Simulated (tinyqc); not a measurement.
CISD on RHF in the sto-3g basis, for H3+, spin multiplicity 1, step by step. One step of it, computed by the program tinyqc.

Task: Iteration 4 (converged): orbitals. Diagonalise F' = X^T F X, C = X C', fill 1 alpha and 1 beta electrons from the bottom; D = 2 C_occ C_occ^T. Each column has its largest component positive (the first on a tie).

converged F (hartree), order 1H 1s, 2H 1s, 3H 1s:
```
[[-0.697895, -0.640682, -0.640650],
 [-0.640682, -0.698077, -0.640941],
 [-0.640650, -0.640941, -0.698057]]
```

X, order 1H 1s, 2H 1s, 3H 1s:
```
[[1.132579, -0.201216, -0.201188],
 [-0.201216, 1.132711, -0.201446],
 [-0.201188, -0.201446, 1.132697]]
```

Give: F' = X^T F X; orbital energies; coefficients C; D after iteration 4.

Result:

F' = X^T F X (hartree):
```
[[-0.4197, -0.3177, -0.3177],
 [-0.3177, -0.4196, -0.3179],
 [-0.3177, -0.3179, -0.4196]]
```

orbital energies (hartree): [-1.0552, -0.1021, -0.1017]

coefficients C, order 1H 1s, 2H 1s, 3H 1s:
```
[[0.4214, 1.0877, -0.0541],
 [0.4216, -0.4969, 0.9692],
 [0.4216, -0.5905, -0.9152]]
```

D after iteration 4, order 1H 1s, 2H 1s, 3H 1s:
```
[[0.3552, 0.3553, 0.3553],
 [0.3553, 0.3554, 0.3554],
 [0.3553, 0.3554, 0.3554]]
```
